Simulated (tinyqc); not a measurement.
Speciation in dilute and buffered hydrofluoric acid, oxide etch rate and bath loading: one step, computed by the program tinyqc. Command: `OMP_NUM_THREADS=1 python tinyqc.py 3121553 3121554 out.jsonl hfetch walk`. One thread of a shared host (Intel(R) Xeon(R) Processor @ 2.30GHz), about 0.01 s of CPU time with the checks.

Concentrations stand for activities, NH4+ and Cl- are spectators, and water ionisation is neglected. H, F and HF2 denote the ions H+, F- and HF2-. The base temperature is 298 K.

Problem. One trial. Fluoride balance: [HF] + [F] + 2 [HF2] + 2 [H2F2] = HF added + NH4F added. Acid balance: [H] + [HF] + [HF2] + 2 [H2F2] = HF added + HCl added. For a trial [H], [HF] = [H][F]/K1, and the fluoride balance is a quadratic in [F]. Take pH = 3. The residual is the left side of the acid balance less the right.

Inputs (values chosen for the exercise, of the order of those for thermal oxide at room temperature):
```
quantity                 value   unit
HF added                  0.59  mol/L
NH4F added                   0  mol/L
HCl added                 0.03  mol/L
K1 = [H][F]/[HF]      0.000695  mol/L
K2 = [HF2]/([HF][F])      3.98  L/mol
K3 = [H2F2]/[HF]^2        2.98  L/mol
```

Give: [F]; [HF]; [HF2]; [H2F2]; residual.

Solution.

[F] = 0.1144 mol/L

[HF] = 0.1645 mol/L

[HF2] = 0.07488 mol/L

[H2F2] = 0.08067 mol/L

residual = -0.2182 mol/L

The residual is negative, so the pH lies below 3.
